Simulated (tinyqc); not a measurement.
Tunnelling through a gate dielectric, WKB transmission and Tsu-Esaki current: two steps of the calculation.

Electrons leave the emitter at x = 0. Energies E (motion across the layers) are in eV from the emitter Fermi level; the collector Fermi level lies at -V and offers states at every E. No charge in the dielectric and no image force: F1 = V/t1, U = phi1 - F1 x. With C = hbar^2/(2 m0), kappa = sqrt(m (U - E)/C) where U > E and 0 elsewhere; T(E) = exp(-S), S = 2 times the integral of kappa over x.

Values chosen for this exercise; dielectric values close to those of hafnium oxide:
```
symbol,value,unit,meaning
T,300,K,temperature
Ef,2.6,eV,Fermi energy of the emitter above its band bottom
me,0.85,m0,emitter mass in the supply function
phi1,1.52,eV,barrier of layer 1 above the emitter Fermi level at zero bias
m1,0.2,m0,tunnelling mass of layer 1
t1,4.3,nm,thickness of layer 1
V,2.6,V,voltage across the dielectric
E,0,eV,energy of the electron followed
nc,9,,cells in each layer
Ea,-0.75,eV,lower end of the energy grid
Eb,0.31,eV,upper end of the energy grid
nE,13,,points of the energy grid
```

Constants: q = 1.602176634e-19 C, kB = 1.380649e-23 J/K, hbar = 1.054571817e-34 J s, m0 = 9.1093837015e-31 kg, Vt = kB T/q, hbar^2/(2 m0) = 0.0380998212 eV nm^2. Results are converted to the units shown.

Task 1. WKB exponent by the midpoint rule. Cut each layer into nc equal cells, take U and kappa at the cell centres, and sum S = 2 sum kappa h.

Find: x; U; kappa; S; T(E).

Result 1.

```
cell  x (nm)   U (eV)  kappa (1/nm)
0     0.2389   1.3756        2.6872
1     0.7167   1.0867        2.3884
2     1.1944   0.7978        2.0464
3     1.6722   0.5089        1.6344
4     2.1500   0.2200        1.0746
5     2.6278  -0.0689        0.0000
6     3.1056  -0.3578        0.0000
7     3.5833  -0.6467        0.0000
8     4.0611  -0.9356        0.0000
```

S = 9.3941
T(E) = 8.3215e-5

Task 2. Current density on a coarse energy grid. Each layer adds (2/F) sqrt(m/C) [G(u at its left edge) - G(u at its right edge)] to S, with u = U - E (0 where negative) and G(u) = (2/3) u^1.5. The slope follows from 1/d = -dS/dE.

J = J0 times the integral of T(E) N(E) dE, N = ln[(1 + exp(-E/Vt))/(1 + exp((-E - V)/Vt))], J0 = q^2 me m0 kB T/(2 pi^2 hbar^3) (times 1e-4 for A/cm^2 per eV), by Simpson's rule on nE equally spaced points from Ea to Eb.

Find: E; T(E); N; T(E) N; J0; J.

Result 2.

```
point   E (eV)      T(E)         N    T(E) N
0      -0.7500  3.131e-8     29.01  9.084e-7
1      -0.6617  8.500e-8     25.59  2.176e-6
2      -0.5733  2.262e-7     22.18  5.016e-6
3      -0.4850  5.897e-7     18.76  1.106e-5
4      -0.3967  1.506e-6     15.34  2.310e-5
5      -0.3083  3.763e-6     11.93  4.488e-5
6      -0.2200  9.202e-6     8.510  7.831e-5
7      -0.1317  2.200e-5     5.099  1.122e-4
8      -0.0433  5.141e-5     1.848  9.500e-5
9       0.0450  1.173e-4    0.1616  1.896e-5
10      0.1333  2.613e-4  0.005739  1.500e-6
11      0.2217  5.675e-4  1.889e-4  1.072e-7
12      0.3100  0.001201  6.198e-6  7.444e-9
```

J0 = 3.556e8 A/(cm^2 eV)
J = 1.219e4 A/cm^2

The integrand peaks at E = -0.132 eV among these points.

tinyqc, about 0.03 s, one thread, Intel Xeon 2.30GHz (shared host): `OMP_NUM_THREADS=1 python tinyqc.py 2540017 2540018 out.jsonl`
